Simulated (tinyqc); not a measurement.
# Reverse leakage of an n+-p junction: diffusion, generation, trap-assisted and band-to-band tunnelling: leakage components against the temperature

One-sided abrupt junction in the depletion approximation, x from the junction (0) to W on the p side, field F = F0 (1 - x/W). Flat quasi-Fermi levels, long p side. Traps generate through SRH with both lifetimes shortened by 1 + Gamma (Hurkx enhancement, form for moderate fields); band-to-band generation is local and needs a total bending above Eg.

Nc and Nv are given at 300 K and scale as (T/300 K)^1.5; all else is held fixed. ni = sqrt(Nc Nv) exp(-Eg/(2 Vt)), Eg in volts; Vbi = Vt ln(Na Nd/ni^2); W = sqrt(2 eps0 eps_r (Vbi + VR)/(q Na)); F0 = 2 (Vbi + VR)/W; FG = sqrt(24 mt m0 (kB T)^3)/(q hbar); J_diff = q ni^2 sqrt(Dn/tau)(1 - exp(-VR/Vt))/Na. u = (Vbi + VR)(1 - x/W)^2, p = Na exp(-u/Vt), n = Nd exp((u - Vbi - VR)/Vt); G0 = ni^2 (1 - exp(-VR/Vt))/(tau (n + p + 2 ni cosh(Et/Vt))); Gamma = 2 sqrt(3 pi)(F/FG) exp((F/FG)^2); trap-assisted part G0 Gamma; G_bb = Ab F^2.5 exp(-Bb/F) with F in V/cm, zero unless Vbi + VR > Eg, and counted as zero under 1 cm^-3 s^-1. Currents are q times the integrals over 0 to W; J_bb under 1e-8 of J is printed as 0; rows with F0/FG above 2.2, beyond the range of this Gamma, are left out.

Inputs (values chosen for the exercise); band and dielectric values close to those of silicon:

| symbol | value | unit | meaning |
|---|---|---|---|
| Eg | 1.1 | eV | band gap |
| eps_r | 11.5 |  | relative permittivity |
| Nc | 2.79e19 | cm^-3 | conduction-band density of states at the reference temperature |
| Nv | 2.65e19 | cm^-3 | valence-band density of states at the reference temperature |
| Na | 2.8e16 | cm^-3 | acceptor density of the lighter side |
| Nd | 5e19 | cm^-3 | donor density of the heavier side |
| tau | 3e-8 | s | SRH lifetime of both carriers at zero field |
| Et | 0.02 | eV | trap level above the intrinsic level |
| mt | 0.27 | m0 | tunnelling mass |
| Dn | 6.1 | cm^2/s | electron diffusion coefficient on the lighter side |
| Ab | 3.8e14 | cm^-0.5 V^-2.5 s^-1 | band-to-band prefactor |
| Bb | 1.85e7 | V/cm | band-to-band field constant |
| VR | 2.4 | V | reverse bias |

Constants: q = 1.602176634e-19 C, kB = 1.380649e-23 J/K, hbar = 1.054571817e-34 J s, m0 = 9.1093837015e-31 kg, Vt = kB T/q, eps0 = 8.8541878128e-14 F/cm where lengths are in cm. Results are converted to the units shown.

The same in every row: J_bb (A/cm^2) = 0.

Leakage components against the temperature:
```
T (K)	F0 (kV/cm)	F0/FG	J_diff (A/cm^2)	J_SRH (A/cm^2)	J_TAT (A/cm^2)	J (A/cm^2)	largest part
220	173	0.719	1.50e-18	1.60e-10	5.72e-10	7.32e-10	trap-assisted tunnelling
250	172	0.592	2.33e-15	6.99e-9	1.88e-8	2.58e-8	trap-assisted tunnelling
280	172	0.497	7.79e-13	1.39e-7	2.96e-7	4.35e-7	trap-assisted tunnelling
310	171	0.425	8.71e-11	1.57e-6	2.75e-6	4.31e-6	trap-assisted tunnelling
340	171	0.369	4.35e-9	1.17e-5	1.72e-5	2.89e-5	trap-assisted tunnelling
370	170	0.324	1.18e-7	6.36e-5	8.04e-5	1.44e-4	trap-assisted tunnelling
400	169	0.287	1.98e-6	2.71e-4	2.98e-4	5.71e-4	trap-assisted tunnelling
430	169	0.256	2.28e-5	9.56e-4	9.19e-4	0.00190	SRH generation
```

What does the table show?

J rises from 7.32e-10 to 0.00190 A/cm^2. Trap-assisted tunnelling leads at T = 220, SRH generation from 430 on. Activation energies over the table: 1.18 eV for diffusion (Eg = 1.1 eV, raised by the T^3 of ni^2), 0.606 eV for SRH generation (Eg/2 + |Et| = 0.570 eV), 0.555 eV for the trap-assisted part, lower since Gamma grows on cooling; the total shows 0.563 eV at the cold end and 0.593 eV at the hot end.

Range of the model: The n+ side is degenerate, so Vbi from Boltzmann statistics is only a guide.

Program tinyqc, `OMP_NUM_THREADS=1 python tinyqc.py 2290112 2290113 out.jsonl`; Intel Xeon 2.30GHz, shared host, one thread, about 0.01 s.
